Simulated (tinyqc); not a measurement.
Composition and strain of an epitaxial Si(1-x)Ge(x) layer from Raman and X-ray peaks: one step, computed by the program tinyqc.

A (001) layer, biaxially strained in the plane. The Raman peaks follow empirical lines omega = w0 + c1 x + c3 x^3 + b eps (c3 for Si-Ge alone), with eps the in-plane strain.

Question. X-ray (004) reflection. Bragg angle theta = arcsin(2 lambda/a) for (004), for the substrate with a_sub and the layer with a_perp; separation in arc seconds.

Inputs (values chosen for the exercise, modelled on silicon-germanium): X-ray wavelength = 1.540598 angstrom.

Substrate: silicon.

substrate constant a_sub = 5.431 angstrom

a_perp = 5.695110 angstrom

Give: theta of the substrate; theta of the layer; separation, layer less substrate.

Answer.

theta of the substrate = 34.56 degree

theta of the layer = 32.75 degree

separation, layer less substrate = -6520 arcsec

Caution: strains above 2 % survive only in layers a few nanometres thick, and the linear relations lose accuracy.
